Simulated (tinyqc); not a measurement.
Minority carriers and saturation current of a heavily doped emitter: one step of the calculation.

n-type, parabolic bands, full ionisation. eta = (EF - Ec)/kB T solves N = Nc F12(eta), F12(x) = (2/sqrt(pi)) int_0^infinity sqrt(u)/(1 + exp(u - x)) du. The gap shrinks rigidly by dEg = a3 y^(1/3) + a4 y^(1/4) + a2 y^(1/2), y = N/1e18 cm^-3, an empirical law that is here taken as the true narrowing.

Task. Fermi level. Newton step on ln F12(eta) = ln(N/Nc): eta(new) = eta - ln(Nc F12/N) F12/Fm, Fm(x) = dF12/dx = (1/sqrt(pi)) int_0^infinity u^(-1/2)/(1 + exp(u - x)) du.

Values chosen for this exercise:

| symbol | value | unit | meaning |
|---|---|---|---|
| Nc | 3.5e19 | cm^-3 | conduction-band density of states at 350 K |
| N | 7.4e18 | cm^-3 | ionised donor density |

eta at the start (Boltzmann value) = -1.5539

Give: F12; Fm; eta after iteration 1.

Result.

F12 = 0.19722
Fm = 0.18443
eta after iteration 1 = -1.4795

Range of the model: Band tails, non-parabolic bands and incomplete ionisation are left out.

Program tinyqc, `OMP_NUM_THREADS=1 python tinyqc.py 2330033 2330034 out.jsonl`; Intel Xeon 2.30GHz, shared host, one thread, about 0.01 s.
